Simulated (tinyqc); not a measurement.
# Band bending at a free surface with a continuum of surface states, surface photovoltage and Kelvin probe: several studies

n-type bulk, xi = Ec - EF = Vt ln(Nc/Nd), p0 = ni^2/Nd, ni = sqrt(Nc Nv) exp(-Eg/(2 Vt)), Eg in volts. b is the upward band bending, u = b/Vt. Space charge per area, in units of q: Qc = sign(b) sqrt((2 eps0 eps_r Vt/q) [(Nd + dn)(exp(-u) - 1) + Nd u + (p0 + dn)(exp(u) - 1)]), with dn the excess density under light (flat quasi-Fermi levels; 0 in the dark). The states hold -Ds (E0 - xi - b): negative while the Fermi level lies above the neutrality level. Neutrality: Qc + Qf + (charge of the states) = 0.

Parameters, values chosen for the exercise; band and dielectric values close to those of silicon: temperature T = 300 K; band gap Eg = 1.14 eV; relative permittivity eps_r = 11.7; conduction-band density of states at T Nc = 2.74e19 cm^-3; valence-band density of states at T Nv = 2.67e19 cm^-3; electron affinity chi = 4.09 eV; donor density Nd = 2e16 cm^-3; fixed positive charge at the surface Qf = 0 cm^-2; work function of the probe tip pt = 5.13 eV; density of surface states Ds = 1.5e12 cm^-2 eV^-1; depth of their neutrality level below the conduction edge E0 = 0.62 eV.

Constants: q = 1.602176634e-19 C, kB = 1.380649e-23 J/K, Vt = kB T/q, eps0 = 8.8541878128e-14 F/cm where lengths are in cm. Results are converted to the units shown.

Each table varies one quantity; the others keep the values above.

## Photovoltage against injection

Under chopped light the surface charge keeps its dark value, so b falls to bL with Qc(bL, dn) = Qc(b, 0); the photovoltage is b - bL.

Results:

| dn (cm^-3) | bL (V) | photovoltage (mV) | share of b removed (%) |
|---|---|---|---|
| 1.8e7 | 0.2668 | 7.071e-4 | 2.650e-4 |
| 2.4e8 | 0.2668 | 0.009425 | 0.003532 |
| 4e10 | 0.2654 | 1.484 | 0.5560 |
| 5.1e11 | 0.2544 | 12.40 | 4.647 |
| 6.6e12 | 0.2217 | 45.17 | 16.93 |
| 8.5e13 | 0.1742 | 92.63 | 34.71 |
| 1.1e15 | 0.1203 | 146.6 | 54.92 |
| 1.4e16 | 0.06612 | 200.7 | 75.22 |
| 1.8e17 | 0.02485 | 242.0 | 90.69 |

Estimate the missing row, dn = 3.1e9 cm^-3.

Computed row:

| dn (cm^-3) | bL (V) | photovoltage (mV) | share of b removed (%) |
|---|---|---|---|
| 3.1e9 | 0.2667 | 0.1212 | 0.04543 |

With this row back in the table: The photovoltage rises from 7.07e-4 to 242 mV, towards the full b = 267 mV. Its steepest rise is 49.0 mV a decade (Vt ln 10 = 59.5 mV), and it reaches 90.7 % of b in the last row: even strong light does not flatten the bands fully, so a saturation reading understates b. For dn = 1.8e17 the injection is high, and a Dember voltage, left out here, adds to the signal.

## Pinning by the surface states

Same model as above.

b solves the neutrality condition in the dark.

Results:

| Ds (cm^-2 eV^-1) | b (V) | xi + b (eV) | Qc (cm^-2) |
|---|---|---|---|
| 2.4e10 | 0.004739 | 0.1915 | 1.029e10 |
| 6.7e10 | 0.01368 | 0.2004 | 2.811e10 |
| 1.8e11 | 0.03969 | 0.2264 | 7.085e10 |
| 5.1e11 | 0.1227 | 0.3094 | 1.584e11 |
| 1.4e12 | 0.2582 | 0.4449 | 2.451e11 |
| 1.1e13 | 0.4048 | 0.5915 | 3.131e11 |
| 2.9e13 | 0.4222 | 0.6090 | 3.202e11 |
| 8.1e13 | 0.4293 | 0.6160 | 3.230e11 |

Estimate the missing row, Ds = 3.9e12 cm^-2 eV^-1.

Computed row:

| Ds (cm^-2 eV^-1) | b (V) | xi + b (eV) | Qc (cm^-2) |
|---|---|---|---|
| 3.9e12 | 0.3581 | 0.5448 | 2.931e11 |

With this row back in the table: b rises from 0.00474 to 0.429 V. The Fermi level moves towards E0 = 0.62 eV and is within 3.99 meV of it in the last row; it is half-way there at the Ds that solves Ds b = Qc(b) + Qf with b = (E0 - xi)/2, 1.03e12 cm^-2 eV^-1.

## Kelvin-probe contrast of the doping

Same model as above.

Work function chi + xi + b; contact potential difference CPD = (work function of the sample) - pt.

Kelvin-probe contrast of the doping:

| Nd (cm^-3) | xi (eV) | b (V) | CPD (mV) |
|---|---|---|---|
| 1.3e14 | 0.3169 | 0.2891 | -434.0 |
| 5.3e14 | 0.2806 | 0.3100 | -449.4 |
| 2.2e15 | 0.2438 | 0.3157 | -480.5 |
| 9.1e15 | 0.2071 | 0.2944 | -538.5 |
| 3.8e16 | 0.1701 | 0.2358 | -634.1 |
| 1.6e17 | 0.1330 | 0.1496 | -757.4 |
| 6.6e17 | 0.09633 | 0.07711 | -866.6 |
| 2.7e18 | 0.05991 | 0.03737 | -942.7 |

Read the table: what changes, and by how much?

xi falls by 257 mV over the table and the CPD by 509 mV; b goes from 0.289 through a maximum of 0.316 (at Nd = 2.2e15 cm^-3 among the rows listed) to 0.0374 V. Between the first two rows the CPD follows 42.4 % of the change of xi, and between the last two 209 %. It is below 100 % where b rises with the doping (pinning hides it). It exceeds 100 % where b falls as the doping rises.

Computed by the program tinyqc: `OMP_NUM_THREADS=1 python tinyqc.py 2430106 2430107 out.jsonl`, one thread of a shared Intel Xeon 2.30GHz, about 0.01 s for the whole run.
